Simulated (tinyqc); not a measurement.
Worked calculation: Hueckel theory of the pi electrons with the omega technique, for the molecule BC=CC=O (SMILES; centres numbered as the heavy atoms are written). Computed by tinyqc, a small Python program that keeps every step. Settings: charge = 0, omega = 1.4, damping = 0.3. Command: `OMP_NUM_THREADS=1 python tinyqc.py 26747 26748 out.jsonl` (the two numbers bound the seeds that draw the settings). One thread of a shared host (Intel(R) Xeon(R) Processor @ 2.60GHz), about 0.01 s of CPU time with the checks.

## The Hueckel matrix

Centres:
```
centre  z_r, pi electrons of the neutral centre          h
1B                                            0  -1.010000
2C                                            1   0.000000
3C                                            1   0.000000
4C                                            1   0.000000
5O                                            1   0.860000
```

Bonds:
```
i  j         k
1  2  0.790000
2  3         1
3  4         1
4  5         1
```

H_rr = alpha + h_r beta, H_rs = k_rs beta for bonded centres.

Hueckel matrix in units of beta (H = alpha + beta A), order 1B, 2C, 3C, 4C, 5O:
$$\begin{pmatrix}
-1.010000 & 0.790000 & 0.000000 & 0.000000 & 0.000000 \\
0.790000 & 0.000000 & 1.000000 & 0.000000 & 0.000000 \\
0.000000 & 1.000000 & 0.000000 & 1.000000 & 0.000000 \\
0.000000 & 0.000000 & 1.000000 & 0.000000 & 1.000000 \\
0.000000 & 0.000000 & 0.000000 & 1.000000 & 0.860000
\end{pmatrix}$$

## Orbitals, round 1

pi electrons, sum of z_r less the charge = 4

Diagonalise; E = alpha + x beta with beta < 0, so the largest x are filled first; degenerate levels share their electrons. P = sum n_i c_ri c_si; each orbital has its largest coefficient positive (the first on a tie).

x values: [1.839330, 1.060982, -0.117904, -1.161513, -1.770895]

occupations: [2.000000, 2.000000, 0.000000, 0.000000, 0.000000]

coefficients, order 1B, 2C, 3C, 4C, 5O:
$$\begin{pmatrix}
0.081014 & 0.232477 & 0.436130 & 0.665309 & 0.553665 \\
0.292198 & 0.609438 & 0.492494 & -0.127599 & -0.533267 \\
0.473448 & 0.462945 & -0.402610 & -0.377387 & 0.506965 \\
0.578628 & -0.118261 & -0.445025 & 0.565938 & -0.364514 \\
0.590841 & -0.588418 & 0.455080 & -0.279958 & 0.138551
\end{pmatrix}$$

charge and bond-order matrix P, order 1B, 2C, 3C, 4C, 5O:
$$\begin{pmatrix}
0.121218 & 0.330705 & 0.291960 & 0.038768 & -0.177854 \\
0.330705 & 0.913588 & 0.840954 & 0.194003 & -0.371923 \\
0.291960 & 0.840954 & 0.876942 & 0.438404 & 0.014654 \\
0.038768 & 0.194003 & 0.438404 & 0.697593 & 0.822929 \\
-0.177854 & -0.371923 & 0.014654 & 0.822929 & 1.390658
\end{pmatrix}$$

## Omega technique, round 1

h_r = h_r(0) + omega q_r, omega = 1.4, with q_r = z_r - P_rr; 0.3 of the old diagonal is kept.

matrix after round 1, order 1B, 2C, 3C, 4C, 5O:
$$\begin{pmatrix}
-1.128793 & 0.790000 & 0.000000 & 0.000000 & 0.000000 \\
0.790000 & 0.084684 & 1.000000 & 0.000000 & 0.000000 \\
0.000000 & 1.000000 & 0.120597 & 1.000000 & 0.000000 \\
0.000000 & 0.000000 & 1.000000 & 0.296359 & 1.000000 \\
0.000000 & 0.000000 & 0.000000 & 1.000000 & 0.477155
\end{pmatrix}$$

## Orbitals, round 2

As before.

x values: [1.885524, 0.986036, -0.150823, -1.128114, -1.742624]

occupations: [2.000000, 2.000000, 0.000000, 0.000000, 0.000000]

coefficients, order 1B, 2C, 3C, 4C, 5O:
$$\begin{pmatrix}
0.089617 & 0.231423 & 0.381922 & 0.579503 & 0.675813 \\
0.341940 & 0.619518 & 0.472796 & 0.000498 & -0.525107 \\
0.544983 & 0.375580 & -0.413065 & -0.458412 & 0.425639 \\
0.619915 & -0.294476 & -0.360682 & 0.571925 & -0.267953 \\
0.440165 & -0.578674 & 0.574356 & -0.356280 & 0.120711
\end{pmatrix}$$

charge and bond-order matrix P, order 1B, 2C, 3C, 4C, 5O:
$$\begin{pmatrix}
0.123175 & 0.348028 & 0.271515 & -0.025188 & -0.188944 \\
0.348028 & 1.001452 & 0.838061 & 0.059081 & -0.415978 \\
0.271515 & 0.838061 & 0.876134 & 0.454487 & 0.045087 \\
-0.025188 & 0.059081 & 0.454487 & 0.942022 & 0.886541 \\
-0.188944 & -0.415978 & 0.045087 & 0.886541 & 1.057218
\end{pmatrix}$$

## Omega technique, round 2

As before.

matrix after round 2, order 1B, 2C, 3C, 4C, 5O:
$$\begin{pmatrix}
-1.166350 & 0.790000 & 0.000000 & 0.000000 & 0.000000 \\
0.790000 & 0.023982 & 1.000000 & 0.000000 & 0.000000 \\
0.000000 & 1.000000 & 0.157568 & 1.000000 & 0.000000 \\
0.000000 & 0.000000 & 1.000000 & 0.145726 & 1.000000 \\
0.000000 & 0.000000 & 0.000000 & 1.000000 & 0.689073
\end{pmatrix}$$

## Convergence

Each round sets h_r = h_r(0) + omega (z_r - P_rr), keeping the share named as damping of the old diagonal; repeat until output and input diagonals agree to 1e-6.

Rounds:
```
round   sum n x  largest |h(out) - h(in)|
1      5.800624                  5.47e-01
2      5.743121                  3.03e-01
3      5.829673                  1.96e-01
4      5.781457                  1.35e-01
5      5.814330                  9.88e-02
6      5.788916                  7.32e-02
7      5.806820                  5.53e-02
8      5.792690                  4.18e-02
9      5.803026                  3.18e-02
10     5.794952                  2.42e-02
11     5.800971                  1.84e-02
12     5.796313                  1.40e-02
13     5.799820                  1.07e-02
14     5.797123                  8.15e-03
15     5.799164                  6.22e-03
16     5.797600                  4.74e-03
17     5.798787                  3.61e-03
18     5.797879                  2.75e-03
19     5.798569                  2.10e-03
20     5.798042                  1.60e-03
21     5.798444                  1.22e-03
22     5.798138                  9.29e-04
23     5.798371                  7.08e-04
24     5.798193                  5.40e-04
25     5.798328                  4.11e-04
26     5.798225                  3.13e-04
27     5.798304                  2.39e-04
28     5.798244                  1.82e-04
29     5.798289                  1.39e-04
30     5.798255                  1.06e-04
31     5.798281                  8.06e-05
32     5.798261                  6.15e-05
33     5.798276                  4.68e-05
34     5.798265                  3.57e-05
35     5.798274                  2.72e-05
36     5.798267                  2.07e-05
37     5.798272                  1.58e-05
38     5.798268                  1.21e-05
39     5.798271                  9.18e-06
40     5.798269                  7.00e-06
```

Not converged within 40 rounds: the residual falls steadily but slowly, by a factor of about 0.76 a step. Reruns: damping 0.5: converged in 15; damping 0.8: not converged.
